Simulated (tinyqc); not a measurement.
AlGaN/GaN HEMT with access regions, lumped model: two steps of the calculation.

A polarisation-induced electron sheet under a Schottky gate, in series with two ungated access regions and contacts. Drift law v = mu E/(1 + mu E/vs) under the gate. Currents in mA/mm, resistances in ohm mm. No self-heating, no channel-length modulation; fits for polarisation, barrier and offset are chosen for the exercise.

Inputs (values chosen for the exercise); values close to those of AlGaN/GaN structures:

| symbol | value | unit | meaning |
|---|---|---|---|
| x | 0.16 |  | aluminium share of the barrier |
| d | 15 | nm | barrier thickness |
| eps_r | 9.1 |  | relative permittivity of barrier and channel |
| mu | 1400 | cm^2/(V s) | channel mobility |
| vs | 1.1e7 | cm/s | saturation velocity |
| Lg | 0.15 | um | gate length |
| Ls | 0.5 | um | source access length |
| Ld | 2 | um | drain access length |
| Rc | 0.46 | ohm mm | resistance of each contact |
| ft | 0 |  | share of the drain-access electrons removed by traps |
| Vg | 0 | V | gate voltage |
| Ec | 2.8 | MV/cm | critical field |
| te | 0.42 | um | depth over which the depleted charge spreads |
| tf | 200 | nm | insulator under the field plate |
| ei | 3.9 |  | relative permittivity of that insulator |

Constants: q = 1.602176634e-19 C, eps0 = 8.8541878128e-14 F/cm where lengths are in cm. Results are converted to the units shown.

Question 1. Polarisation charge, threshold and sheet resistance. sigma = (5e13 x + 1.6e13 x^2) cm^-2, phiB = 0.84 + 1.3 x, dEc = 0.7 (1.71 x + x^2) in volts, Cb = eps0 eps_r/d, VT = phiB - dEc - q sigma/Cb, access density n0 = -Cb VT/q. Rsh = 1/(q mu n0); largest access current q n0 vs.

Find: sigma; Cb; VT; n0; Rsh; q n0 vs.

Answer 1.

sigma = 8.4096e12 cm^-2
Cb = 0.53715 uF/cm^2
VT = -1.6698 V
n0 = 5.5982e12 cm^-2
Rsh = 796.37 ohm
q n0 vs = 986.62 mA/mm

Question 2. On-resistance and breakdown. Ron = 2 Rc + Ls/(q mu n0) + Ld/(q mu (1 - ft) n0) + Lg/(mu Cb (Vg - VT)). Off state: a depleted stretch that holds the voltage V has the peak field sqrt(k V), k = 2 q n0/(eps0 eps_r te), so one edge holds V1 = Ec^2/k. The sheet under the plate pinches off at Vf = q n0 (1/Cb + tf/(eps0 ei)); beyond it the gate edge is screened. BV = V1 if Vf >= V1, else Vf + V1, and at most Ec Ld. Specific resistance Ron (Ls + Lg + Ld); figure of merit BV^2 over it.

Wanted: Ron; Vf; V1; BV; specific resistance; figure of merit.

Answer 2.

Ron = 3.030 ohm mm
Vf = 53.62 V
V1 = 147.9 V
BV = 201.5 V
specific resistance = 0.08030 mohm cm^2
figure of merit = 505.7 MW/cm^2

The plate raises BV by a factor of 1.36.

Program tinyqc, `OMP_NUM_THREADS=1 python tinyqc.py 2570013 2570014 out.jsonl`; Intel Xeon 2.30GHz, shared host, one thread, about 0.01 s.
